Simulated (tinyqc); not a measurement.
From results back to parameters: propagation of a band-gap error through k.p and effective-mass formulas. Three cases, with inputs chosen for the exercise.

Problem. A calculation returned the electron mass below. With 1/me = 1 + Ep (E + 2 Dso/3)/(E (E + Dso)) and the given Ep and Dso, which gap E did it have, and by what factor is exp(-E/2kT) off against the gap Eg?

Constants: kB = 8.617333262e-05 eV/K.

Case 1.

Values chosen (reference values near those of CdTe, gap at low temperature; not measured data): Eg = 1.59 eV (gap at Gamma to the s-like level); Dso = 0.903 eV (spin-orbit splitting); Ep = 18.6 eV (Kane energy); T = 400 K (temperature).

me = 0.1323117 m0

Case 2.

Values chosen (reference values near those of GaAs, gap at low temperature; not measured data): Eg = 1.511 eV (gap at Gamma to the s-like level); Dso = 0.334 eV (spin-orbit splitting); Ep = 25.6 eV (Kane energy); T = 300 K (temperature).

me = 0.0335289 m0

Case 3.

Values chosen (reference values near those of InSb, gap at low temperature; not measured data): Eg = 0.232 eV (gap at Gamma to the s-like level); Dso = 0.819 eV (spin-orbit splitting); Ep = 23 eV (Kane energy); T = 77 K (temperature).

me = 0.0046127 m0

Find: X = 1/me - 1; E; log10 of the factor.
Solution. X E^2 + (X Dso - Ep) E - (2/3) Ep Dso = 0 has one positive root; the factor is exp((Eg - E)/2kT).

Case 1.

X = 1/me - 1 = 6.558
E = 2.592 eV
log10 of the factor = -6.31

Case 2.

X = 1/me - 1 = 28.825
E = 0.801 eV
log10 of the factor = 5.96

Case 3.

X = 1/me - 1 = 215.793
E = 0.074 eV
log10 of the factor = 5.17

Computed by tinyqc, one run a case: `OMP_NUM_THREADS=1 python tinyqc.py N N+1 out.jsonl` with N = 1881260, 1881265, 1881267; one thread of a shared Intel(R) Xeon(R) Processor @ 2.30GHz, about 0.01 s a run at most.
